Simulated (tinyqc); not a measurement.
## Gain factor and gap resistance from two string resistances

Inverse problem. At small bit-line voltage each of the 64 cells has the resistance 1/(K x) at overdrive x (no mobility reduction) in series with a gap resistance Rg. Find K, Rg and the share of the gaps at the higher overdrive.

resistance of a string of 64 equal cells at overdrives of 4.5 and 7.6 V (kohm): [1926.4646, 1662.7751]

Solution. The resistance per cell is a straight line in 1/x with slope 1/K and intercept Rg.

K = 22.00 uA/V^2
Rg = 20.00 kohm
share of the gaps = 76.98 %

Program tinyqc, `OMP_NUM_THREADS=1 python tinyqc.py 2142048 2142049 out.jsonl`; Intel Xeon 2.30GHz, shared host, one thread, about 0.5 s.
